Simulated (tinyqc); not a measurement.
Avalanche multiplication and breakdown of a junction from ionisation integrals: one step, computed by the program tinyqc. Command: `OMP_NUM_THREADS=1 python tinyqc.py 3011598 3011599 out.jsonl impact walk`. One thread of a shared host (Intel(R) Xeon(R) Processor @ 2.30GHz), about 0.01 s of CPU time with the checks.

Ionisation coefficients follow the local field. Position x runs through the depletion layer from the p side (x = 0), where electrons enter, to the n side (x = w), where holes enter. The built-in voltage is neglected.

Problem. Multiplication and noise. M_n = 1/(1 - I_n), M_p = M_n exp(-Phi(w)); McIntyre excess noise for the carrier with the larger M, F_x = k M + (1 - k)(2 - 1/M), with k = (smaller M - 1)/(larger M - 1).

Junction: one-sided abrupt p+n.

Every 50th point:
```
x (micrometre)  F (MV/cm)  alpha_n (1/cm)  alpha_p (1/cm)        Phi  I_n up to x
0.0000000        3.750714    4.366938e+04    1.391216e+05   0.000000    0.0000000
0.1047184        3.281875    1.155799e+04    7.857307e+04  -0.863580    0.3861309
0.2094367        2.813036    1.964064e+03    3.668138e+04  -1.391511    0.5626532
0.3141551        2.344196    1.642626e+02    1.262660e+04  -1.627165    0.5986014
0.4188734        1.875357    3.972948e+00    2.550044e+03  -1.696453    0.6012360
0.5235918        1.406518    8.036559e-03    1.772759e+02  -1.706874    0.6012803
0.6283102        0.937679    3.288399e-08    8.567488e-01  -1.707317    0.6012804
0.7330285        0.468839    2.252827e-24    9.670864e-08  -1.707318    0.6012804
0.8377469        0.000000               0               0  -1.707318    0.6012804
```

Give: M_n; M_p; effective k; excess noise factor.

Solution.

M_n = 2.5080

M_p = 13.830

effective k = 0.11754

excess noise factor = 3.3267

Injecting holes gives the larger gain and, at equal gain, the lower noise.
